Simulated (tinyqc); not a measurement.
Worked calculation: physical sputtering: collision-cascade yield, angular dependence, faceting and resputtering in deposition. Computed by tinyqc, a small Python program that keeps every step. Command: `OMP_NUM_THREADS=1 python tinyqc.py 3009843 3009844 out.jsonl sputter walk`. One thread of a shared host (Intel(R) Xeon(R) Processor @ 2.30GHz), about 0.01 s of CPU time with the checks. Intermediate numbers are printed to about 6 digits and carried at full precision; extremes and crossings named in words are read from the listed rows.

Ions start collision cascades; atoms that reach the surface with more than U leave. The target is amorphous or fine-grained.

Inputs (values chosen for the exercise, modelled on xenon ions on germanium):
```
quantity                                                  value     unit
ion Z1                                                       54        -
ion mass M1                                               131.3        u
target Z2                                                    32        -
target mass M2                                             72.6        u
surface binding energy U                                   3.85       eV
target density N                                           44.2   1/nm^3
fit factor Q                                               0.55        -
ion energy E                                               1300       eV
current density J                                          0.58  mA/cm^2
angular exponent f                                            2        -
angle of the largest yield                                   70  degrees
angle of incidence                                           50  degrees
deposition rate over sputter rate on a flat surface, D/S    1.4        -
```

Constants: e = 1.602176634e-19 C.

## Yield at normal incidence

gamma = 4 M1 M2/(M1 + M2)^2; threshold E_th = 6.7 U/gamma for M1 >= M2, else U (1 + 5.7 M1/M2)/gamma. eps = 0.03255 M2 E/(Z1 Z2 (M1 + M2) z), z = (Z1^(2/3) + Z2^(2/3))^(1/2), E in eV; s_n = 3.441 sqrt(eps) ln(eps + 2.718)/(1 + 6.355 sqrt(eps) + eps (6.882 sqrt(eps) - 1.708)); S_n = 84.78 Z1 Z2 M1 s_n/((M1 + M2) z) in eV angstrom^2; alpha = 0.249 (M2/M1)^0.56 + 0.0035 (M2/M1)^1.5 for M1 <= M2, else 0.0875 (M2/M1)^(-0.15) + 0.165 M2/M1; Y0 = 0.042 Q alpha S_n/U [1 - sqrt(E_th/E)]^2.5 (the electronic-loss factor of the full formula is dropped). Erosion rate = Y0 J/(e N); 1 cm^2 = 1e14 nm^2.

energy transfer factor gamma = 0.917122

threshold E_th = 28.1260 eV

reduced energy eps = 0.00176636

nuclear stopping S_n = 2186.79 eV angstrom^2

alpha = 0.186867

yield Y0 = 1.64721 atoms per ion

erosion rate = 80.9458 nm/min

The threshold factor is 0.672; the energy cost is 789 eV per removed atom, 205 times U.

## Oblique incidence

Angular law: Y/Y0 = t^f exp(-f cos(a_opt)(t - 1)), t = 1/cos(angle), largest at a_opt. A plane tilted by the angle recedes along the beam at a speed proportional to Y(angle), and along its own normal as Y cos(angle).

Y/Y0 at the angle = 1.65491

yield at the angle = 2.72597 atoms per ion

normal speed relative to a flat surface = 1.06375

largest Y/Y0 = 2.29289

## Deposition with resputtering

With a directional flux, net growth along the beam is D - S Y(angle)/Y0. Slopes where Y/Y0 exceeds D/S are etched: solve Y/Y0 = D/S below a_opt, if the largest Y/Y0 exceeds D/S. The normal speed is largest where f (1 - cos(a_opt)/cos(angle)) = 1, cos(angle) = f cos(a_opt)/(f - 1), or at angle 0 if this exceeds 1.

angle of zero net growth = 40.7552 degrees

angle of the largest normal speed = 46.8398 degrees

Slopes between the angle of zero net growth and a second one beyond a_opt are cut back, which keeps a gap open during fill but can clip the underlying corner.

## Yield over energy

The formulas are those given above.

Normal incidence:
```
E (eV)          eps  S_n (eV angstrom^2)           Y0  Y0 per keV
50      6.79367e-05               515.07  1.80444e-02     0.36089
100     1.35873e-04               713.80  1.20981e-01     1.20981
200     2.71747e-04               981.66  3.39885e-01     1.69942
300     4.07620e-04              1177.46  5.29330e-01     1.76443
500     6.79367e-04              1472.03  8.38804e-01     1.67761
1000    1.35873e-03              1967.93  1.39438e+00     1.39438
2000    2.71747e-03              2584.50  2.11352e+00     1.05676
5000    6.79367e-03              3583.88  3.30666e+00     0.66133
10000   1.35873e-02              4456.57  4.36033e+00     0.43603
30000   4.07620e-02              5935.26  6.15686e+00     0.20523
100000  1.35873e-01              7357.37  7.90756e+00     0.07908
```

The yield per keV peaks at 300 eV among these rows, 11 times the threshold, the most economical range for removing atoms. Y0 varies as E^2.75 between the first rows and as E^0.21 at the end, where nuclear stopping is flattening. Caution: the electronic-loss factor, dropped here, would lower the yields at the highest energies slightly.

Checks made by the program: position of the angular maximum (relative difference below 1e-10).
